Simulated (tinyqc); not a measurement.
Buckled dimers of a reconstructed (001) surface, two dangling bonds a dimer: sweeps and comparisons. A value that a table varies takes the place of the one given here.

In a dimer one atom moves up by z and the other down by z; the dangling bond of the up atom (more s-like) falls by gm z and that of the down atom rises by gm z. With all dimers tilted alike: H(k) = [[-gm z - 2 ta cos k, -tp - 2 tx cos k], [., gm z - 2 ta cos k]], k along the row in 1/a. Two electrons a dimer fill the lowest N of the 2N levels on the mesh k_j = (j + 1/2) pi/N. Total energy a dimer: W(z) = (2/N) sum of the filled levels + kf z^2. Repulsion between electrons is left out.

Values chosen for the exercise (of the size met on Ge(001); the results hold for these values, not for the real material): tp = 0.32 eV (pi coupling inside a dimer); ta = 0.15 eV (coupling between like atoms along the row); tx = 0.01 eV (diagonal coupling along the row); gm = 1.75 eV/angstrom (shift of a dangling bond with height); kf = 4.7 eV/angstrom^2 (force constant of buckling); N = 12 (k points).

## Energy against buckling

W relative to z = 0; gap as lowest upper less highest lower level on 201 points from 0 to pi.

Per dimer (eV):
```
z (angstrom)  band energy  elastic        W     gap
0.00               0.0000   0.0000   0.0000  0.0400
0.05              -0.0235   0.0118  -0.0118  0.0636
0.10              -0.0896   0.0470  -0.0426  0.1297
0.15              -0.1880   0.1057  -0.0822  0.2282
0.20              -0.3087   0.1880  -0.1207  0.3489
0.30              -0.5899   0.4230  -0.1669  0.6301
0.40              -0.8996   0.7520  -0.1476  0.9398
0.50              -1.2235   1.1750  -0.0485  1.2637
0.60              -1.5555   1.6920   0.1365  1.5957
```

What does this show, and why?

W is lowest at z = 0.3 among these rows (-0.1669 eV). The band energy falls as z^2 at first and linearly, as -2 gm z, once gm z is far above tp, so the elastic term always wins at large z. The gap is open at all z.

## Strong pi bonds keep dimers flat

tp is varied; z minimises W on 0 to 1 angstrom; gap on 201 points; charge moved: the mean of gm z/sqrt((gm z)^2 + h^2) over the mesh, h the off-diagonal element.

Against tp:
```
tp (eV)  z (angstrom)  gain (eV)  gap (eV)  charge moved (e)
0.10           0.3678     0.2639    0.7035             0.988
0.20           0.3543     0.2424    0.7035             0.952
0.30           0.3305     0.1900    0.7036             0.888
0.45           0.2693     0.0625    0.7036             0.723
0.60           0.1456     0.0041    0.7038             0.391
0.80           0.0000     0.0000    1.0000             0.000
1.00           0.0000     0.0000    1.4000             0.000
1.30           0.0000     0.0000    2.0000             0.000
1.60           0.0000     0.0000    2.6000             0.000
```

What can be read from the table?

Dimers buckle for tp up to 0.6 eV among these rows; for an isolated dimer the limit is gm^2/kf = 0.652 eV. While buckled, the splitting, on average over k, stays near 2 gm^2/kf = 1.303 eV whatever tp is, and beyond the limit it follows 2 tp; the gap is smaller by the width of the bands, about 4 ta = 0.60 eV.

## Tilting alike or in alternation

Alternation doubles the cell: sites L1, R1, L2, R2 with levels -gm z, +gm z, +gm z, -gm z, -tp inside a dimer, -2 ta cos k between L1-L2 and R1-R2, -2 tx cos k between L1-R2 and R1-L2, on k_j = (j + 1/2) pi/(2N); the lowest half of the levels is filled. Energies a dimer; gaps on these meshes.

Two patterns:
```
z (angstrom)  W alike (eV)  W alternating (eV)  difference (meV)  gap alike (eV)  gap alternating (eV)
0.05               -0.6518             -0.6721             -20.3          0.0687                0.1798
0.10               -0.6826             -0.7234             -40.8          0.1348                0.3524
0.15               -0.7222             -0.7739             -51.7          0.2333                0.5266
0.20               -0.7607             -0.8163             -55.6          0.3541                0.7012
0.30               -0.8069             -0.8606             -53.7          0.6353                1.0506
0.40               -0.7876             -0.8355             -47.9          0.9449                1.4001
0.50               -0.6885             -0.7306             -42.1          1.2689                1.7497
```

How do the results move?

The lowest W listed is -0.8069 eV for like tilts and -0.8606 eV for alternation; the difference at equal z runs from -55.6 to -20.3 meV. With alternation ta joins filled up atoms to empty down atoms and gains energy in second order, about 2 ta^2/(gm z) a dimer at large z, while tx does so for like tilts; here ta = 0.15 and tx = 0.01 eV. At z = 0.3 the gap is 0.635 eV alike and 1.051 eV alternating.

## What each parameter does

z minimises W on 0 to 1 angstrom; gain over flat dimers; gap on 201 points from 0 to pi. Each row changes one parameter from the base and keeps the others.

Results:
```
case                     z (angstrom)  gain (eV)  gap (eV)
base                           0.3243     0.1690    0.7036
tp = 0.272 eV                  0.3383     0.2112    0.7036
ta = 0.18 eV                   0.3243     0.1525    0.5836
tx = 0.04 eV                   0.3239     0.1725    0.7093
gm = 1.89 eV/angstrom          0.3647     0.2550    0.9204
kf = 4.23 eV/angstrom^2        0.3711     0.2257    0.8483
```

How do the results move?

The largest shifts from the base row, up to three for each result and ties (the steps differ in size, so this ranks the rows, not the parameters). z (angstrom): kf +0.0468, gm +0.0404, tp +0.0140; unchanged at the printed digits by ta. gain (eV): gm +0.0860, kf +0.0567, tp +0.0422. gap (eV): gm +0.2168, kf +0.1447, ta -0.1200; unchanged at the printed digits by tp.

Run: tinyqc, `OMP_NUM_THREADS=1 python tinyqc.py 1482444 1482445 out.jsonl`; Intel(R) Xeon(R) Processor @ 2.30GHz, one thread, shared host; about 0.02 s of CPU time with all checks.
